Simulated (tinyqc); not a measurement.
Input admittance of a MOSFET at zero drain bias: distributed channel and distributed gate: one step of the calculation.

Source and drain grounded, strong inversion, w = 2 pi f, Cox = eps0 eox/tox. The channel is an RC line of resistance 1/(mu Cox Vo) per square fed from both ends, so one finger has the intrinsic admittance y = i w Cox L tanh(g)/g per width, g = (1/2) sqrt(i w tau), tau = L^2/(mu Vo). The vertical resistance rv/L is in series with y, the overlaps 2 i w Cov in parallel: y_t = 1/(1/y + rv/L) + 2 i w Cov. The gate strip is a line of Rsh/L per length loaded by y_t, so a finger has Y = y_t Wf tanh(k)/k, k = (Wf/sd) sqrt(y_t Rsh/L); the device has Nf Y.

Question. Admittance of the channel and stack per width. tau, g, c = Cox L, y and y_t as defined.

Values chosen for this exercise; values of the order met in silicon radio-frequency transistors:

| symbol | value | unit | meaning |
|---|---|---|---|
| eox | 7.33 |  | relative permittivity of the gate insulator (close to silicon nitride) |
| tox | 7.9 | nm | insulator thickness |
| L | 0.2 | um | channel length |
| mu | 340 | cm^2/(V s) | channel mobility |
| Vo | 0.2 | V | gate overdrive |
| rv | 0 | ohm um^2 | vertical resistivity of the gate stack |
| Cov | 0.34 | fF/um | overlap and fringe capacitance on each side |
| f | 16 | GHz | frequency |

Constants: eps0 = 8.8541878128e-14 F/cm where lengths are in cm. Results are converted to the units shown.

Find: tau; g; c; y; y_t.

Answer.

tau = 5.8824 ps
g = 0.27188+0.27188i
c = 1.6431 fF/um
y = 8.11+164.70i uS/um
y_t = 8.11+233.06i uS/um

w tau = 0.591, and Im y is 0.997 of w c.

Computed by the program tinyqc: `OMP_NUM_THREADS=1 python tinyqc.py 2262034 2262035 out.jsonl`, one thread of a shared Intel Xeon 2.30GHz, about 0.01 s for the whole run.
